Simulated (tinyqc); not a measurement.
Inputs raised by 5 %, one at a time: thermal, flicker and telegraph noise of a field-effect transistor. Computed by tinyqc, a small Python program. Command: `OMP_NUM_THREADS=1 python tinyqc.py 3008801 3008802 out.jsonl noise sens`. One thread of a shared host (Intel(R) Xeon(R) Processor @ 2.30GHz), about 0.01 s of CPU time with the checks.

Strong inversion, threshold roll-off and channel-length modulation left out; noise sources are uncorrelated and are given as one-sided spectral densities.

Inputs (values chosen for the exercise, modelled on a silicon n-channel):

| quantity | value | unit |
|---|---|---|
| width W | 0.43 | micrometre |
| length L | 210 | nm |
| electrical oxide thickness t | 1.9 | nm |
| mobility mu | 190 | cm^2/(V s) |
| saturation velocity v_s | 0.87 | 1e7 cm/s |
| overdrive V_ov | 0.7 | V |
| thermal noise factor gamma | 0.667 | - |
| oxide trap density N_t | 4.6e+17 | 1/(eV cm^3) |
| oxide barrier phi | 2.1 | eV |
| oxide mass m_ox | 0.27 | m_0 |
| Hooge parameter alpha_H | 8e-05 | - |
| frequency f | 200 | Hz |
| temperature T | 300 | K |

Operating region: saturation. Flicker model: Hooge.

Constants: eps_0 = 8.8541878128e-12 F/m; hbar = 1.054571817e-34 J s; m_0 = 9.1093837015e-31 kg; e = 1.602176634e-19 C; k_B = 8.617333262e-05 eV/K; k_B = 1.380649e-23 J/K.

Method:
- C_ox = 3.9 eps_0/t; V_c = 2 v_s L/mu; I = W C_ox v_s V_ov^2/(V_ov + V_c); g_m = W C_ox v_s V_ov (V_ov + 2 V_c)/(V_ov + V_c)^2; g_d0 = mu C_ox (W/L) V_ov.
- Tunnelling length lambda = hbar/(2 sqrt(2 m_ox phi)); flat-band noise S_Vfb = e^2 k_B T lambda N_t/(W L C_ox^2 f). Hooge: S_I = I^2 alpha_H/(f N), N = W L C_ox V_ov/e (the source-end density).
- Thermal: S_I = 4 k_B T gamma g_d0; input-referred S_V = S_I/g_m^2; corner f_c where flicker equals thermal.
- Total input noise from 1 Hz to f_c: sqrt(S_V,thermal [f_c ln(f_c/1 Hz) + f_c - 1 Hz]).

Runs:

| input moved | from | to | input-referred thermal noise (nV/sqrt(Hz)) | flicker S_I/I^2 (1/Hz) | input noise up to f_c (microvolt) | g_m (microsiemens) |
|---|---|---|---|---|---|---|
| base run | - | - | 7.4374 | 5.5786e-11 | 182.55 | 314.45 |
| width W (micrometre) | 0.43 | 0.4515 | 7.2581 | 5.3129e-11 | 178.15 | 330.18 |
| electrical oxide thickness t (nm) | 1.9 | 1.995 | 7.6210 | 5.8575e-11 | 187.05 | 299.48 |
| mobility mu (cm^2/(V s)) | 190 | 199.5 | 7.3962 | 5.5786e-11 | 183.68 | 324.01 |
| overdrive V_ov (V) | 0.7 | 0.735 | 7.3962 | 5.3129e-11 | 188.47 | 324.01 |
| oxide trap density N_t (1/(eV cm^3)) | 4.6e+17 | 4.83e+17 | 7.4374 | 5.5786e-11 | 182.55 | 314.45 |
| Hooge parameter alpha_H | 8e-05 | 8.4e-05 | 7.4374 | 5.8575e-11 | 187.30 | 314.45 |
| temperature T (K) | 300 | 315 | 7.6210 | 5.5786e-11 | 182.30 | 314.45 |

Exponents ln(y'/y) / ln(x'/x):

| input | input-referred thermal noise | flicker S_I/I^2 | input noise up to f_c | g_m |
|---|---|---|---|---|
| width W | -0.500 | -1 | -0.500 | 1.000 |
| electrical oxide thickness t | 0.500 | 1 | 0.500 | -1.000 |
| mobility mu | -0.114 | 0 | 0.127 | 0.614 |
| overdrive V_ov | -0.114 | -1 | 0.654 | 0.614 |
| oxide trap density N_t | 0.000 | 0 | 0.000 | 0.000 |
| Hooge parameter alpha_H | 0.000 | 1 | 0.527 | 0.000 |
| temperature T | 0.500 | 0 | -0.027 | 0.000 |

Among the inputs moved here: input-referred thermal noise answers most in size to width W (exponent -0.500), and about equally to electrical oxide thickness t (+0.500), temperature T (+0.500); its exponent is below 0.0005 for oxide trap density N_t, Hooge parameter alpha_H. Its exponent -0.500 in width W: parallel devices average. Flicker S_I/I^2 answers most in size to width W (exponent -1.000), and about equally to electrical oxide thickness t (+1.000), overdrive V_ov (-1.000), Hooge parameter alpha_H (+1.000); its exponent is below 0.0005 for mobility mu, oxide trap density N_t, temperature T. input noise up to f_c answers most in size to overdrive V_ov (exponent +0.654), next to Hooge parameter alpha_H (+0.527); its exponent is below 0.0005 for oxide trap density N_t. g_m answers most in size to width W (exponent +1.000), and about equally to electrical oxide thickness t (-1.000); its exponent is below 0.0005 for oxide trap density N_t, Hooge parameter alpha_H, temperature T.
